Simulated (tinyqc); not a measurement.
One-sided p+-n junction, ionisation integral and breakdown: one step of the calculation.

A p+ layer at x < 0 and an n drift layer from x = 0. Depletion approximation, built-in voltage neglected. Local ionisation coefficients alpha_n = an exp(-(bn/E)^mx), alpha_p = ap exp(-(bp/E)^mx). Electrons move towards +x, holes towards x = 0.

Task. Field and ionisation coefficients on a grid. W = sqrt(2 eps0 eps_r V/(q N)), peak field E0 = q N W/(eps0 eps_r), falling linearly to 0 at W. Grid: 12 equal steps from 0 to fr W.

Values chosen for this exercise; material values close to those of gallium nitride:
```
symbol,value,unit,meaning
eps_r,9.45,,relative permittivity
an,3.07e8,1/cm,prefactor of the electron ionisation coefficient
bn,3.19e7,V/cm,field constant for electrons
ap,1.28e8,1/cm,prefactor of the hole ionisation coefficient
bp,2.11e7,V/cm,field constant for holes
mx,1,,exponent
N,1.3e16,cm^-3,donor density of the drift layer
V,934,V,reverse voltage
fr,0.6,,share of the depleted width that the grid covers
```

Constants: q = 1.602176634e-19 C, eps0 = 8.8541878128e-14 F/cm where lengths are in cm. Results are converted to the units shown.

Give: W; x; E; alpha_n; alpha_p.

Result.

W = 8.6627 um

```
point	x (um)	E (kV/cm)	alpha_n (1/cm)	alpha_p (1/cm)
0	0.0000	2156.4	115.47	7205.6
1	0.4331	2048.6	53.008	4305.4
2	0.8663	1940.7	22.317	2429.4
3	1.2994	1832.9	8.4863	1281.6
4	1.7325	1725.1	2.8597	624.15
5	2.1657	1617.3	0.83354	276.16
6	2.5988	1509.5	0.20373	108.75
7	3.0319	1401.6	0.040091	37.107
8	3.4651	1293.8	0.0060170	10.584
9	3.8982	1186.0	6.3965e-4	2.4031
10	4.3313	1078.2	4.3433e-5	0.40563
11	4.7645	970.37	1.6223e-6	0.046110
12	5.1976	862.55	2.6638e-8	0.0030434
```

Program tinyqc, `OMP_NUM_THREADS=1 python tinyqc.py 2120010 2120011 out.jsonl`; Intel Xeon 2.30GHz, shared host, one thread, about 0.06 s.
